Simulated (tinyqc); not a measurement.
# Free and trapped electrons in a MOS channel with a dense trap tail, step by step

Program tinyqc, `OMP_NUM_THREADS=1 python tinyqc.py 2222152 2222153 out.jsonl`; Intel Xeon 2.30GHz, shared host, one thread, about 0.02 s. Printed values are rounded.

p-type body, charge-sheet picture, full ionisation (an idealisation for deep acceptors), Boltzmann statistics for free electrons. e = Ec - EF at the surface. Acceptor-like traps of density D(E) = D0 + De exp(-E/Ew) at depth E below Ec, from 0 to Eu, hold n_t = integral of D(E)/(1 + exp((e - E)/Vt)). psi = Eg - Vt ln(Nv/Na) - e; N_dep = sqrt(2 eps0 eps_r Na (psi - Vt)/q); n_f = sqrt(N_dep^2 + 2 eps0 eps_r Vt Nc exp(-e/Vt)/q) - N_dep; Vg = Vfb + psi + q (N_dep + n_t + n_f)/Cox, Cox = eps0 eox/tox.

Parameters, values chosen for the exercise; band and dielectric values close to those of 4H silicon carbide:
```
symbol    value         unit                                             meaning
T           300            K                                         temperature
Eg         3.24           eV                                            band gap
eps_r      9.51                                            relative permittivity
Nc      1.68e19        cm^-3              conduction-band density of states at T
Nv      2.49e19        cm^-3                 valence-band density of states at T
eox         3.9                           relative permittivity of the insulator
tox          27           nm                                 insulator thickness
Na       1.3e17        cm^-3                                    acceptor density
Vfb       -2.04            V            flat-band voltage without trapped charge
D0       2.1e11  cm^-2 eV^-1  constant background density of acceptor-like traps
De       5.5e13  cm^-2 eV^-1          density of the tail at the conduction edge
Ew         0.06           eV                            decay energy of the tail
Eu         0.68           eV        depth below Ec down to which the traps reach
mf           91   cm^2/(V s)                          mobility of free electrons
e         0.031           eV                              Ec - EF at the surface
```

Constants: q = 1.602176634e-19 C, kB = 1.380649e-23 J/K, Vt = kB T/q, eps0 = 8.8541878128e-14 F/cm where lengths are in cm. Results are converted to the units shown.

Range of the model: EF lies less than 2 Vt below the band edge, or above it, where degeneracy and confinement, left out, matter.

## Trapped charge

Trapezoid rule on 13 equal steps from 0 to Eu, f = 1/(1 + exp((e - E)/Vt)).

| point | E (eV) | D(E) f (cm^-2 eV^-1) |
|---|---|---|
| 0 | 0 | 1.27883e13 |
| 1 | 0.0523077 | 1.61347e13 |
| 2 | 0.104615 | 9.29033e12 |
| 3 | 0.156923 | 4.20048e12 |
| 4 | 0.209231 | 1.89037e12 |
| 5 | 0.261538 | 9.13410e11 |
| 6 | 0.313846 | 5.04209e11 |
| 7 | 0.366154 | 3.33041e11 |
| 8 | 0.418462 | 2.61456e11 |
| 9 | 0.470769 | 2.31519e11 |
| 10 | 0.523077 | 2.18999e11 |
| 11 | 0.575385 | 2.13763e11 |
| 12 | 0.627692 | 2.11574e11 |
| 13 | 0.68 | 2.10658e11 |

n_t = 2.13956e12 cm^-2

With 1600 steps n_t = 2.180e12 cm^-2; the coarse value is 1.9 % below it.

## Charges and gate voltage

psi, N_dep, n_f and Vg as defined, with the n_t given; free share n_f/(n_f + n_t); apparent mobility mf n_f/(n_f + n_t); gate voltage spent on traps q n_t/Cox.

psi = 3.07315 V
N_dep = 2.04058e12 cm^-2
n_f = 3.13172e11 cm^-2
Vg = 6.66209 V
free share = 12.7683 %
apparent mobility = 11.6192 cm^2/(V s)
gate voltage spent on traps = 2.68031 V
